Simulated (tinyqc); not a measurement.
Local against global planarity over time: chemical-mechanical planarisation: Preston law, pattern density and step-height reduction. Computed by tinyqc, a small Python program. Command: `OMP_NUM_THREADS=1 python tinyqc.py 3010674 3010675 out.jsonl cmp walk`. One thread of a shared host (Intel(R) Xeon(R) Processor @ 2.30GHz), about 0.01 s of CPU time with the checks.

A row of 10 cells, repeated periodically, holds raised features that cover a share rho of each cell.

Inputs (values chosen for the exercise, close to those used for oxide polishing): Preston coefficient K = 8.5e-14 1/Pa; pressure P = 30 kPa; platen and carrier speed = 93 rpm; distance between the centres = 19 cm; initial step height h0 = 190 nm; contact height h_c = 44 nm; film above the raised areas z0 = 380 nm; cell size = 2.3 mm; planarisation length = 3.4 mm.

local pattern densities, cell by cell: [0.25, 0.3, 0.1, 0.4, 0.3, 0.5, 0.6, 0.3, 0.9, 0.1]

Method:
- With equal rotation speeds the relative speed is uniform, v = omega r_c; Preston rate R0 = K P v.
- The stiff pad averages the density: rho_eff(i) = sum_j w_ij rho_j / sum_j w_ij, w = exp(-2 d^2/L^2), L the planarisation length and d the distance between cell centres, summed over all periodic images of cell j.
- While h > h_c only raised areas polish, at R0/rho_eff, until t_c = rho_eff (h0 - h_c)/R0. After that h = h_c exp(-(t - t_c)/tau), tau = rho_eff h_c/R0; low areas polish at R0 (1 - h/h_c) and raised areas at R0 [1 + (1 - rho_eff) h/(rho_eff h_c)]. Removed from raised areas after t_c: h0 - h_c + R0 (t - t_c) + (1 - rho_eff)(h_c - h); from low areas: R0 (t - t_c) - rho_eff (h_c - h). Film left = z0 less the removal from raised areas.
- Times are multiples of h0/R0; the range is the largest minus the smallest removal from raised areas.

effective densities: [0.235355, 0.244668, 0.212974, 0.313559, 0.366224, 0.474225, 0.513452, 0.494500, 0.584107, 0.310935]

blanket rate R0 = 4.71852 nm/s

Steps and range (nm):
```
multiple   t (s)  largest step  smallest step  range across the row  mean removal from raised areas
0.10       4.027        157.47         100.79                 56.68                           56.92
0.20       8.053        124.94          21.06                105.91                          112.84
0.30      12.080         92.42           2.77                106.77                          154.68
0.45      18.120         43.62           0.13                 88.55                          198.04
0.60      24.160         14.39           0.01                 76.50                          231.06
0.80      32.214          3.28           0.00                 71.88                          270.43
1.00      40.267          0.75           0.00                 70.83                          308.69
1.30      52.347          0.08           0.00                 70.55                          365.74
1.70      68.454          0.00           0.00                 70.52                          441.75
```

Local steps shrink to 0.01 nm or less, but the range across the row reaches up to 106.8 nm among these rows and ends at 70.5 nm, against the limit (largest - smallest rho_eff) h0 = 70.5 nm: once flat, all cells polish alike and the difference stays. Evener density (dummy fill), a longer planarisation length or a smaller initial step reduces it. Caution: in the last rows the removal passes z0 somewhere, so they describe a thicker film than the one given.

Extremes, crossings and ranges named in words are read from the listed rows.
